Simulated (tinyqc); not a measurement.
Inside a calculation. Method: Hueckel theory of the pi electrons with the omega technique, for the molecule ClC=Cc1cc[nH]c1 (SMILES; centres numbered as the heavy atoms are written). Computed by tinyqc, a small Python program that keeps every step. Settings: charge = 0, omega = 0.6, damping = 0.3. Command: `OMP_NUM_THREADS=1 python tinyqc.py 25180 25181 out.jsonl` (the two numbers bound the seeds that draw the settings). One thread of a shared host (Intel(R) Xeon(R) Processor @ 2.60GHz), about 0.01 s of CPU time with the checks.

## The Hueckel matrix

Centres:
```
centre  z_r, pi electrons of the neutral centre        h
1Cl                                           2  2.00000
2C                                            1  0.00000
3C                                            1  0.00000
4C                                            1  0.00000
5C                                            1  0.00000
6C                                            1  0.00000
7N                                            2  1.50000
8C                                            1  0.00000
```

Bonds:
```
i  j        k
1  2  0.40000
2  3        1
3  4        1
4  5        1
5  6        1
6  7  0.80000
7  8  0.80000
8  4        1
```

H_rr = alpha + h_r beta, H_rs = k_rs beta for bonded centres.

Hueckel matrix in units of beta (H = alpha + beta A), order 1Cl, 2C, 3C, 4C, 5C, 6C, 7N, 8C:
```
[[2.00000, 0.40000, 0.00000, 0.00000, 0.00000, 0.00000, 0.00000, 0.00000],
 [0.40000, 0.00000, 1.00000, 0.00000, 0.00000, 0.00000, 0.00000, 0.00000],
 [0.00000, 1.00000, 0.00000, 1.00000, 0.00000, 0.00000, 0.00000, 0.00000],
 [0.00000, 0.00000, 1.00000, 0.00000, 1.00000, 0.00000, 0.00000, 1.00000],
 [0.00000, 0.00000, 0.00000, 1.00000, 0.00000, 1.00000, 0.00000, 0.00000],
 [0.00000, 0.00000, 0.00000, 0.00000, 1.00000, 0.00000, 0.80000, 0.00000],
 [0.00000, 0.00000, 0.00000, 0.00000, 0.00000, 0.80000, 1.50000, 0.80000],
 [0.00000, 0.00000, 0.00000, 1.00000, 0.00000, 0.00000, 0.80000, 0.00000]]
```

## Orbitals, round 1

pi electrons, sum of z_r less the charge = 10

Diagonalise; E = alpha + x beta with beta < 0, so the largest x are filled first; degenerate levels share their electrons. P = sum n_i c_ri c_si; each orbital has its largest coefficient positive (the first on a tie).

x values: [2.37876, 2.10160, 1.56938, 0.83878, 0.47531, -0.79720, -1.13036, -1.93626]

occupations: [2.00000, 2.00000, 2.00000, 2.00000, 2.00000, 0.00000, 0.00000, 0.00000]

coefficients, order 1Cl, 2C, 3C, 4C, 5C, 6C, 7N, 8C:
```
[[0.10706, 0.94391, 0.23540, 0.12594, 0.13186, -0.08255, 0.03896, -0.02394],
 [0.10138, 0.23974, -0.25342, -0.36562, -0.50262, 0.57728, -0.30487, 0.23562],
 [0.19833, 0.12628, -0.49187, -0.35705, -0.29165, -0.42719, 0.32903, -0.44664],
 [0.37040, 0.02565, -0.51851, 0.06613, 0.36400, -0.23673, -0.06705, 0.62920],
 [0.30336, -0.02245, -0.26394, 0.61835, -0.09997, 0.05643, -0.50326, -0.43473],
 [0.35122, -0.07282, 0.10428, 0.45253, -0.41152, 0.19174, 0.63592, 0.21256],
 [0.66514, -0.16324, 0.53450, -0.29848, -0.11954, -0.26161, -0.26945, 0.02895],
 [0.37940, -0.04994, -0.05793, -0.20583, 0.56463, 0.55947, 0.25002, -0.33692]]
```

charge and bond-order matrix P, order 1Cl, 2C, 3C, 4C, 5C, 6C, 7N, 8C:
```
[[1.98219, 0.13035, -0.11755, -0.00373, 0.02771, -0.00771, -0.02081, 0.05676],
 [0.13035, 1.03656, 0.90432, -0.06407, -0.16715, 0.06621, 0.12411, -0.33473],
 [-0.11755, 0.90432, 1.01951, 0.40393, -0.00895, -0.06478, -0.02034, 0.01251],
 [-0.00373, -0.06407, 0.40393, 1.08714, 0.50630, -0.09143, -0.19643, 0.72239],
 [0.02771, -0.16715, -0.00895, 0.50630, 1.10910, 0.80324, -0.21651, -0.10444],
 [-0.00771, 0.06621, -0.06478, -0.09143, 0.80324, 1.02732, 0.43071, -0.38930],
 [-0.02081, 0.12411, -0.02034, -0.19643, -0.21651, 0.43071, 1.71624, 0.44697],
 [0.05676, -0.33473, 0.01251, 0.72239, -0.10444, -0.38930, 0.44697, 1.02193]]
```

## Omega technique, round 1

h_r = h_r(0) + omega q_r, omega = 0.6, with q_r = z_r - P_rr; 0.3 of the old diagonal is kept.

matrix after round 1, order 1Cl, 2C, 3C, 4C, 5C, 6C, 7N, 8C:
```
[[2.00748, 0.40000, 0.00000, 0.00000, 0.00000, 0.00000, 0.00000, 0.00000],
 [0.40000, -0.01536, 1.00000, 0.00000, 0.00000, 0.00000, 0.00000, 0.00000],
 [0.00000, 1.00000, -0.00819, 1.00000, 0.00000, 0.00000, 0.00000, 0.00000],
 [0.00000, 0.00000, 1.00000, -0.03660, 1.00000, 0.00000, 0.00000, 1.00000],
 [0.00000, 0.00000, 0.00000, 1.00000, -0.04582, 1.00000, 0.00000, 0.00000],
 [0.00000, 0.00000, 0.00000, 0.00000, 1.00000, -0.01148, 0.80000, 0.00000],
 [0.00000, 0.00000, 0.00000, 0.00000, 0.00000, 0.80000, 1.61918, 0.80000],
 [0.00000, 0.00000, 0.00000, 1.00000, 0.00000, 0.00000, 0.80000, -0.00921]]
```

## Orbitals, round 2

As before.

x values: [2.42424, 2.10992, 1.58464, 0.82541, 0.46227, -0.80124, -1.14173, -1.96351]

occupations: [2.00000, 2.00000, 2.00000, 2.00000, 2.00000, 0.00000, 0.00000, 0.00000]

coefficients, order 1Cl, 2C, 3C, 4C, 5C, 6C, 7N, 8C:
```
[[0.07977, 0.94649, -0.23730, 0.12722, 0.12818, -0.08157, 0.04084, -0.02328],
 [0.08311, 0.24240, 0.25085, -0.37595, -0.49517, 0.57278, -0.32152, 0.23114],
 [0.17085, 0.13657, 0.49629, -0.36697, -0.28778, -0.41751, 0.34581, -0.44099],
 [0.33247, 0.04688, 0.53965, 0.07004, 0.35978, -0.24168, -0.07048, 0.63113],
 [0.27551, -0.00415, 0.28945, 0.61242, -0.10760, 0.03723, -0.50743, -0.44136],
 [0.34807, -0.05582, -0.06771, 0.46352, -0.41445, 0.21356, 0.62657, 0.21525],
 [0.71534, -0.14283, -0.49691, -0.28063, -0.11093, -0.25736, -0.25095, 0.02647],
 [0.37180, -0.03180, 0.08917, -0.18507, 0.57486, 0.56508, 0.23950, -0.33378]]
```

charge and bond-order matrix P, order 1Cl, 2C, 3C, 4C, 5C, 6C, 7N, 8C:
```
[[1.98227, 0.13047, -0.11689, -0.00428, 0.02696, -0.00631, -0.02026, 0.05709],
 [0.13047, 1.03024, 0.90452, -0.06022, -0.16490, 0.05875, 0.12121, -0.33903],
 [-0.11689, 0.90452, 1.02325, 0.40358, -0.00723, -0.06518, -0.01799, 0.01183],
 [-0.00428, -0.06022, 0.40358, 1.07661, 0.50357, -0.08017, -0.19317, 0.72820],
 [0.02696, -0.16490, -0.00723, 0.50357, 1.09268, 0.80998, -0.21216, -0.09365],
 [-0.00631, 0.05875, -0.06518, -0.08017, 0.80998, 1.03094, 0.41300, -0.39778],
 [-0.02026, 0.12121, -0.01799, -0.19317, -0.21216, 0.41300, 1.74018, 0.42873],
 [0.05709, -0.33903, 0.01183, 0.72820, -0.09365, -0.39778, 0.42873, 1.02383]]
```

## Omega technique, round 2

As before.

matrix after round 2, order 1Cl, 2C, 3C, 4C, 5C, 6C, 7N, 8C:
```
[[2.00969, 0.40000, 0.00000, 0.00000, 0.00000, 0.00000, 0.00000, 0.00000],
 [0.40000, -0.01731, 1.00000, 0.00000, 0.00000, 0.00000, 0.00000, 0.00000],
 [0.00000, 1.00000, -0.01222, 1.00000, 0.00000, 0.00000, 0.00000, 0.00000],
 [0.00000, 0.00000, 1.00000, -0.04316, 1.00000, 0.00000, 0.00000, 1.00000],
 [0.00000, 0.00000, 0.00000, 1.00000, -0.05267, 1.00000, 0.00000, 0.00000],
 [0.00000, 0.00000, 0.00000, 0.00000, 1.00000, -0.01644, 0.80000, 0.00000],
 [0.00000, 0.00000, 0.00000, 0.00000, 0.00000, 0.80000, 1.64488, 0.80000],
 [0.00000, 0.00000, 0.00000, 1.00000, 0.00000, 0.00000, 0.80000, -0.01277]]
```

## Convergence

Each round sets h_r = h_r(0) + omega (z_r - P_rr), keeping the share named as damping of the old diagonal; repeat until output and input diagonals agree to 1e-6.

Rounds:
```
round   sum n x  largest |h(out) - h(in)|
1      14.72765                  1.70e-01
2      14.81296                  3.67e-02
3      14.83270                  8.11e-03
4      14.83724                  1.80e-03
5      14.83830                  4.01e-04
6      14.83854                  8.94e-05
7      14.83860                  2.00e-05
8      14.83862                  4.47e-06
9      14.83862                  1.00e-06
10     14.83862                  2.24e-07
```

Converged in 10 rounds.

## Energy, charges, bond orders

final x values: [2.43835, 2.11303, 1.58810, 0.82210, 0.45772, -0.80326, -1.14564, -1.97042]

occupations: [2.00000, 2.00000, 2.00000, 2.00000, 2.00000, 0.00000, 0.00000, 0.00000]

final P, order 1Cl, 2C, 3C, 4C, 5C, 6C, 7N, 8C:
```
[[1.98236, 0.13012, -0.11664, -0.00439, 0.02672, -0.00604, -0.02005, 0.05714],
 [0.13012, 1.03071, 0.90455, -0.05940, -0.16401, 0.05733, 0.12016, -0.34025],
 [-0.11664, 0.90455, 1.02245, 0.40361, -0.00687, -0.06544, -0.01757, 0.01233],
 [-0.00439, -0.05940, 0.40361, 1.07467, 0.50247, -0.07797, -0.19191, 0.72979],
 [0.02672, -0.16401, -0.00687, 0.50247, 1.09056, 0.81174, -0.21053, -0.09179],
 [-0.00604, 0.05733, -0.06544, -0.07797, 0.81174, 1.02973, 0.40859, -0.39947],
 [-0.02005, 0.12016, -0.01757, -0.19191, -0.21053, 0.40859, 1.74637, 0.42389],
 [0.05714, -0.34025, 0.01233, 0.72979, -0.09179, -0.39947, 0.42389, 1.02315]]
```

E = sum n x; q_r = z_r - P_rr; bond order p = P_rs; free valence = sqrt(3) - sum of p over the bonds of the atom.

pi energy = 10 alpha + this times beta = 14.83862

pi charges: [0.01764, -0.03071, -0.02245, -0.07467, -0.09056, -0.02973, 0.25363, -0.02315]

Bond orders and lengths from R = 1.517 - 0.180 p (angstrom, C-C alone):
```
bond        p        R
1-2   0.13012        -
2-3   0.90455  1.35418
3-4   0.40361  1.44435
4-5   0.50247  1.42656
5-6   0.81174  1.37089
6-7   0.40859        -
7-8   0.42389        -
8-4   0.72979  1.38564
```

free valence of the carbons: [0.69738, 0.42390, 0.09619, 0.41785, 0.51173, 0.57837]

gap between the highest filled and the next level = 1.26098 |beta|
